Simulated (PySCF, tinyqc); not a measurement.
Inside a calculation. Method: RHF in the sto-6g basis, for H4, spin multiplicity 1. The lowest restricted solution is unstable here: a spin-polarised one lies 0.1897 hartree lower (PySCF). One step of it, computed by the program tinyqc.

Question. Iteration 1: building the Fock matrix. J_ij = sum D_kl (ij|kl), K_ij = sum D_kl (ik|jl); F = H + J - 0.5 K; E = tr D H + tr D J / 2 - 0.25 tr D K + E_nn.

D at the start, lower triangle:
```
           1H 1s      2H 1s     3H 1s     4H 1s
1H 1s   0.862316
2H 1s   0.370090   0.695377
3H 1s  -0.237048   0.479758  0.695377
4H 1s  -0.847254  -0.237048  0.370090  0.862316
```

core Hamiltonian H = T + V (hartree), lower triangle:
```
           1H 1s      2H 1s      3H 1s      4H 1s
1H 1s  -1.179981
2H 1s  -0.439134  -1.656662
3H 1s  -0.138099  -1.228264  -1.656662
4H 1s  -0.008727  -0.138099  -0.439134  -1.179981
```

Two-electron integrals (ij|kl) in chemists' order, unique and non-zero (hartree):
```
(11|11) 0.774999   (21|11) 0.131034   (21|21) 0.034283   (22|11) 0.340086
(22|21) 0.131034   (22|22) 0.774999   (31|11) 0.029585   (31|21) 0.008505
(31|22) 0.037784   (31|31) 0.002288   (32|11) 0.169657   (32|21) 0.064715
(32|22) 0.408059   (32|31) 0.020718   (32|32) 0.256256   (33|11) 0.226587
(33|21) 0.083883   (33|22) 0.545810   (33|31) 0.029585   (33|32) 0.408059
(33|33) 0.774999   (41|11) 0.001304   (41|21) 0.000399   (41|22) 0.001930
(41|31) 0.000116   (41|32) 0.001186   (41|33) 0.001930   (41|41) 0.000007
(42|11) 0.014153   (42|21) 0.004973   (42|22) 0.029585   (42|31) 0.001656
(42|32) 0.020718   (42|33) 0.037784   (42|41) 0.000116   (42|42) 0.002288
(43|11) 0.042670   (43|21) 0.014342   (43|22) 0.083883   (43|31) 0.004973
(43|32) 0.064715   (43|33) 0.131034   (43|41) 0.000399   (43|42) 0.008505
(43|43) 0.034283   (44|11) 0.137057   (44|21) 0.042670   (44|22) 0.226587
(44|31) 0.014153   (44|32) 0.169657   (44|33) 0.340086   (44|41) 0.001304
(44|42) 0.029585   (44|43) 0.131034   (44|44) 0.774999
```

nuclear repulsion = 1.94070563 hartree

Give: Coulomb J; exchange K; Fock matrix F; total energy of this density.

Answer.

Coulomb J (hartree), lower triangle:
```
        1H 1s   2H 1s   3H 1s   4H 1s
1H 1s  1.4489
2H 1s  0.3903  1.9225
3H 1s  0.1124  1.1801  1.9225
4H 1s  0.0065  0.1124  0.3903  1.4489
```

exchange K (hartree), lower triangle:
```
         1H 1s   2H 1s   3H 1s   4H 1s
1H 1s   0.7825
2H 1s   0.3512  1.1994
3H 1s   0.1159  0.9797  1.1994
4H 1s  -0.1088  0.1159  0.3512  0.7825
```

Fock matrix F (hartree), lower triangle:
```
         1H 1s    2H 1s    3H 1s    4H 1s
1H 1s  -0.1223
2H 1s  -0.2245  -0.3338
3H 1s  -0.0837  -0.5380  -0.3338
4H 1s   0.0522  -0.0837  -0.2245  -0.1223
```

total energy of this density = -1.836666 hartree
